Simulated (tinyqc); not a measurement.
Pi bands of a honeycomb layer in tight binding: one step. Levels at Gamma, M and K. Five cases, with inputs chosen for the exercise.

Task: Solve the quadratic (e - E)^2 - D^2 - (t + s0 E)^2 w^2 = 0 with e = -t2 (w^2 - 3), for w = 3, 1, 0.

Lattice vectors a (1,0) and a (1/2, sqrt3/2); f = exp(i ky a/sqrt3) + 2 cos(kx a/2) exp(-i ky a/(2 sqrt3)), w = |f|. H = [[D - t2 F, -t f], [., -D - t2 F]] with F = w^2 - 3, S = [[1, s0 f], [., 1]]; the levels solve det(H - E S) = 0. K = (4 pi/3a, 0), M = (pi/a, pi/(sqrt3 a)); w = 3, 1, 0 at Gamma, M, K.

Give: a table of point, w, lower, upper, difference.

Case 1.

Values chosen (of the size used for graphene; not measured data): t = 2.95 eV (nearest hopping); t2 = 0.09 eV (second-neighbour hopping); s0 = 0.102 (overlap of neighbours); D = 0 eV (+D on A, -D on B).

Result:

Levels (eV):

| point | w | lower | upper | difference |
|---|---|---|---|---|
| Gamma | 3 | -7.1899 | 11.9741 | 19.1640 |
| M | 1 | -2.5136 | 3.4855 | 5.9991 |
| K | 0 | 0.2700 | 0.2700 | 0.0000 |

Measured from the middle of the levels at K (0.270 eV), the upper band reaches 11.704 eV and the lower -7.460 eV at Gamma: the upper band is the wider; overlap stretches the upper band and positive t2 the lower. The saddle points at M give the absorption peak at 5.999 eV in this one-electron picture.

Case 2.

Values chosen (of the size used for graphene; not measured data): t = 2.62 eV (nearest hopping); t2 = 0 eV (second-neighbour hopping); s0 = 0.084 (overlap of neighbours); D = 0.117 eV (+D on A, -D on B).

Result:

Levels (eV):

| point | w | lower | upper | difference |
|---|---|---|---|---|
| Gamma | 3 | -6.2788 | 10.5089 | 16.7877 |
| M | 1 | -2.4196 | 2.8629 | 5.2825 |
| K | 0 | -0.1170 | 0.1170 | 0.2340 |

Measured from the middle of the levels at K (0.000 eV), the upper band reaches 10.509 eV and the lower -6.279 eV at Gamma: the upper band is the wider; overlap stretches the upper band and positive t2 the lower. The saddle points at M give the absorption peak at 5.282 eV in this one-electron picture.

Case 3.

Values chosen (of the size used for graphene; not measured data): t = 2.83 eV (nearest hopping); t2 = 0.1 eV (second-neighbour hopping); s0 = 0 (overlap of neighbours); D = 0 eV (+D on A, -D on B).

Result:

Levels (eV):

| point | w | lower | upper | difference |
|---|---|---|---|---|
| Gamma | 3 | -9.0900 | 7.8900 | 16.9800 |
| M | 1 | -2.6300 | 3.0300 | 5.6600 |
| K | 0 | 0.3000 | 0.3000 | 0.0000 |

Measured from the middle of the levels at K (0.300 eV), the upper band reaches 7.590 eV and the lower -9.390 eV at Gamma: the lower band is the wider; overlap stretches the upper band and positive t2 the lower. In the real layer the upper band is the wider one. The saddle points at M give the absorption peak at 5.660 eV in this one-electron picture.

Case 4.

Values chosen (of the size used for graphene; not measured data): t = 3.08 eV (nearest hopping); t2 = 0.1 eV (second-neighbour hopping); s0 = 0 (overlap of neighbours); D = 0.039 eV (+D on A, -D on B).

Result:

Levels (eV):

| point | w | lower | upper | difference |
|---|---|---|---|---|
| Gamma | 3 | -9.8401 | 8.6401 | 18.4802 |
| M | 1 | -2.8802 | 3.2802 | 6.1605 |
| K | 0 | 0.2610 | 0.3390 | 0.0780 |

Measured from the middle of the levels at K (0.300 eV), the upper band reaches 8.340 eV and the lower -10.140 eV at Gamma: the lower band is the wider; overlap stretches the upper band and positive t2 the lower. In the real layer the upper band is the wider one. The saddle points at M give the absorption peak at 6.160 eV in this one-electron picture.

Case 5.

Values chosen (of the size used for hexagonal BN; not measured data): t = 2.49 eV (nearest hopping); t2 = 0 eV (second-neighbour hopping); s0 = 0 (overlap of neighbours); D = 2.85 eV (+D on A, -D on B).

Result:

Levels (eV):

| point | w | lower | upper | difference |
|---|---|---|---|---|
| Gamma | 3 | -7.9952 | 7.9952 | 15.9904 |
| M | 1 | -3.7845 | 3.7845 | 7.5690 |
| K | 0 | -2.8500 | 2.8500 | 5.7000 |

Measured from the middle of the levels at K (0.000 eV), the upper band reaches 7.995 eV and the lower -7.995 eV at Gamma: mirror images, as neither overlap nor t2 is present. The saddle points at M give the absorption peak at 7.569 eV in this one-electron picture.

Computed by tinyqc, one run a case: `OMP_NUM_THREADS=1 python tinyqc.py N N+1 out.jsonl` with N = 1481932, 1481959, 1482040, 1482205, 1482265; one thread of a shared Intel(R) Xeon(R) Processor @ 2.30GHz, about 0.01 s a run at most.
